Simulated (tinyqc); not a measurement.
Isochronal anneals: hydrogen passivation of interface dangling bonds: competing passivation and dissociation with distributed barriers. Computed by tinyqc, a small Python program. Command: `OMP_NUM_THREADS=1 python tinyqc.py 3028008 3028009 out.jsonl passiv walk`. One thread of a shared host (Intel(R) Xeon(R) Processor @ 2.30GHz), about 0.01 s of CPU time with the checks.

P_b + H2 gives P_bH + H at the rate k_f [H2]; P_bH gives P_b + H at the rate k_d. All defects start unpassivated. E_f and E_d are Gaussian and independent.

Inputs (values chosen for the exercise, close to those used for P_b centres at the silicon-oxide interface):
```
quantity                                      value          unit
passivation prefactor k_f0                    4e-08        cm^3/s
mean passivation barrier E_f                   1.57            eV
spread sigma_f                                0.042            eV
dissociation prefactor k_d0                 2.5e+12           1/s
mean dissociation barrier E_d                  2.72            eV
spread sigma_d                                0.054            eV
H2 in the oxide per atm, solubility factor  6.2e+17  1/(cm^3 atm)
hydrogen pressure p                            0.05           atm
anneal time t                                   600             s
```

Constants: k_B = 8.617333262e-05 eV/K.

Method:
- [H2] = solubility factor x p; a = k_f0 [H2] exp(-E_f/(k_B T)), d = k_d0 exp(-E_d/(k_B T)). For one pair of barriers the active share is y = [d + a exp(-(a + d) t)]/(a + d).
- Temperatures in kelvin are T(C) + 273.15.
- Average y over both Gaussians with 40 x 40 Gauss-Hermite points.
- Minimise the averaged y over T between 150 and 900 C: find where ln y is equal at T - 0.05 and T + 0.05 C; T is rounded to 0.1 C.

best temperature = 499.1 C

Active share after the time t:
```
T (C)     a (1/s)     d (1/s)  single barriers  distributed
200    2.3469e-08  2.6653e-17       9.9999e-01   9.9998e-01
250    9.3065e-07  1.5659e-14       9.9944e-01   9.9914e-01
300    1.9419e-05  3.0245e-12       9.8842e-01   9.8356e-01
350    2.4884e-04  2.5102e-10       8.6131e-01   8.2842e-01
400    2.1830e-03  1.0807e-08       2.6987e-01   2.9596e-01
450    1.4183e-02  2.7651e-07       2.2091e-04   1.0712e-02
500    7.2340e-02  4.6518e-06       6.4301e-05   1.1973e-04
600    1.0751e+00  4.9916e-04       4.6406e-04   7.0079e-04
700    9.1761e+00  2.0489e-02       2.2279e-03   3.0957e-03
800    5.2519e+01  4.2087e-01       7.9500e-03   1.0350e-02
```

The distributed share is least at 500 C among these rows, 1.2e-4, and the search puts the optimum at 499.1 C. On the cold side defects with high E_f survive; on the hot side dissociation, with the larger barrier, gains on passivation with an energy E_d - E_f = 1.15 eV. In that row single barriers give 6.4e-5, so the spread raises the floor. Caution: atomic hydrogen, which both passivates and depassivates, and further passivation during cooling are left out. Caution: shares below about 1e-3 in these rows are formal; measured passivation levels off well above them.

Extremes, crossings and ranges named in words are read from the listed rows.
